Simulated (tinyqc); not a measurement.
Inputs raised by 5 %, one at a time: sputter depth profiling of a dopant layer: erosion rate, quantification and the mixing-roughness response. Computed by tinyqc, a small Python program. Command: `OMP_NUM_THREADS=1 python tinyqc.py 3006103 3006104 out.jsonl sims sens`. One thread of a shared host (Intel(R) Xeon(R) Processor @ 2.30GHz), about 0.1 s of CPU time with the checks.

A rastered ion beam erodes silicon (49.94 atoms per nm^3). The measured profile is the true one convolved with a depth response.

Inputs (values chosen for the exercise, modelled on a dopant in silicon under an oxygen or caesium beam): beam energy E = 0.55 keV; beam current = 68 nA; raster side = 200 um; sputter yield at 1 keV = 1.5; mixing length at 1 keV = 2.1 nm; roughness sigma = 1.6 nm; depth of the top edge z0 = 32 nm; box width b = 6.7 nm; box concentration C = 1.1e+19 1/cm^3; relative sensitivity factor RSF = 7.5e+20 1/cm^3; matrix count rate = 480000 1/s; background count rate = 3.2 1/s; counting time per point = 0.5 s; level that defines the junction C_B = 5e+17 1/cm^3.

True profile: box.

Constants: e = 1.602176634e-19 C.

Method:
- Scaling chosen for the exercise: yield Y = Y1 E^0.5, mixing length w = w1 E^0.5 (E in keV).
- Erosion rate = Y I/(e x raster^2 x density); depth step = rate x counting time; concentration = RSF x counts/matrix counts; detection limit = RSF x 3 sqrt(background x time)/(matrix rate x time).
- Mixing alone turns a layer at z0 into (1/w) exp(-(z - z0 + w)/w) for z > z0 - w; roughness adds a Gaussian of width sigma. With x = z - z0 + w: g(x) = (1/(2w)) exp(sigma^2/(2 w^2) - x/w) erfc((sigma/w - x/sigma)/sqrt2), and its integral G(x) = (1/2) erfc(-x/(sigma sqrt2)) - w g(x). Measured: C [G(x) - G(x - b)].
- Find the maximum, the full width at half maximum and the deep point where the profile falls to C_B; far down, the trailing edge decays by w ln(10) per decade.
- Convolution adds means and variances: the response has mean 0 (shift -w plus exponential mean w) and variance w^2 + sigma^2; a box adds the mean b/2 and the variance b^2/12.

Runs; columns: (1) input moved; (2) from; (3) to; (4) full width at half maximum (nm); (5) peak concentration (1/cm^3); (6) apparent junction depth (nm); (7) standard deviation (nm):
```
(1)                                               (2)        (3)    (4)        (5)    (6)    (7)
base run                                            -          -  7.264  9.703e+18  42.75  2.954
beam energy E (keV)                              0.55     0.5775  7.282  9.668e+18  42.81  2.974
mixing length at 1 keV (nm)                       2.1      2.205  7.300  9.631e+18  42.87  2.996
roughness sigma (nm)                              1.6       1.68  7.335  9.593e+18  42.84  2.998
box width b (nm)                                  6.7      7.035  7.527  9.873e+18  43.09  3.018
level that defines the junction C_B (1/cm^3)    5e+17   5.25e+17  7.264  9.703e+18  42.68  2.954
box concentration C (1/cm^3)                  1.1e+19  1.155e+19  7.264  1.019e+19  42.83  2.954
beam current (nA)                                  68       71.4  7.264  9.703e+18  42.75  2.954
```

Exponents ln(y'/y) / ln(x'/x):
```
input                                full width at half maximum  peak concentration  apparent junction depth  standard deviation
beam energy E                                             0.050              -0.076                    0.028               0.141
mixing length at 1 keV                                    0.103              -0.154                    0.057               0.288
roughness sigma                                           0.201              -0.235                    0.039               0.304
box width b                                               0.729               0.355                    0.162               0.441
level that defines the junction C_B                       0.000               0.000                   -0.037               0.000
box concentration C                                       0.000               1.000                    0.037               0.000
beam current                                              0.000               0.000                    0.000               0.000
```

Which inputs matter most for each result?

Among the inputs moved here: full width at half maximum answers most in size to box width b (exponent +0.729), next to roughness sigma (+0.201); its exponent is below 0.0005 for level that defines the junction C_B, box concentration C, beam current. Peak concentration answers most in size to box concentration C (exponent +1.000), next to box width b (+0.355); its exponent is below 0.0005 for level that defines the junction C_B, beam current. Its exponent +1.000 in box concentration C: convolution is linear. Apparent junction depth answers most in size to box width b (exponent +0.162), next to mixing length at 1 keV (+0.057); its exponent is below 0.0005 for beam current. Standard deviation answers most in size to box width b (exponent +0.441), next to roughness sigma (+0.304); its exponent is below 0.0005 for level that defines the junction C_B, box concentration C, beam current.

Extremes, crossings and ranges named in words are read from the listed rows.
